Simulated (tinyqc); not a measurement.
Plane-averaged potentials: correction of a charged-defect supercell by a model charge and potential alignment (plane-averaged potentials). Computed by tinyqc, a small Python program. Command: `OMP_NUM_THREADS=1 python tinyqc.py 3111623 3111624 out.jsonl align walk`. One thread of a shared host (Intel(R) Xeon(R) Processor @ 2.30GHz), about 0.01 s of CPU time with the checks.

The "true" defect charge is (1 - x) q in a Gaussian of width sigma plus x q in one of width sigma_t, so the exact answer is known; the correction sees only a single model Gaussian of width sigma_m. A Gaussian of width s has the transform rho(G) = exp(-G^2 s^2/2), normalised to 1. A uniform background cancels q, so G = 0 is left out. Potentials are those felt by a unit positive charge. E_0 is the formation energy of the isolated defect, E_cell its value in the supercell, E_lat = E_iso - E_per of the model charge, C the true less the model potential far from the defect; the exact correction is E_0 - E_cell, and the error of a scheme is E_cell plus its correction less E_0.

Inputs (values chosen for the exercise, with screening close to that of diamond):

| quantity | value | unit |
|---|---|---|
| defect charge q | 1 | e |
| dielectric constant eps | 5.54 | - |
| edge of the cubic cell L | 16.6 | angstrom |
| width sigma of the true defect charge | 1.3 | angstrom |
| width sigma_m of the model charge | 1 | angstrom |
| share x of the charge in a wide tail | 0 | - |
| width sigma_t of the tail | 2 | angstrom |

Constants: e^2/(4 pi eps_0) = 14.39964548 eV angstrom.

Method. Plane-averaged potential at distance z from the defect: V(z) = (4 pi q/(eps L^3)) (e^2/(4 pi eps_0 e)) sum_(m != 0) rho(G_m) cos(G_m z)/G_m^2, G_m = 2 pi m/L, |m| <= 40.

Potentials (V):

| z/L | z (angstrom) | true | model | difference |
|---|---|---|---|---|
| 0.00 | 0.00 | 0.10853 | 0.12025 | -0.011723 |
| 0.05 | 0.83 | 0.09887 | 0.10730 | -0.008429 |
| 0.10 | 1.66 | 0.07409 | 0.07661 | -0.002515 |
| 0.15 | 2.49 | 0.04293 | 0.04186 | 0.001072 |
| 0.20 | 3.32 | 0.01233 | 0.01012 | 0.002216 |
| 0.25 | 4.15 | -0.01449 | -0.01693 | 0.002435 |
| 0.30 | 4.98 | -0.03660 | -0.03906 | 0.002461 |
| 0.35 | 5.81 | -0.05382 | -0.05628 | 0.002463 |
| 0.40 | 6.64 | -0.06611 | -0.06858 | 0.002463 |
| 0.45 | 7.47 | -0.07349 | -0.07595 | 0.002463 |
| 0.50 | 8.30 | -0.07595 | -0.07841 | 0.002463 |

What does the comparison show, and why?

The difference moves by 0.00 mV between z/L = 0.4 and 0.5: a plateau.
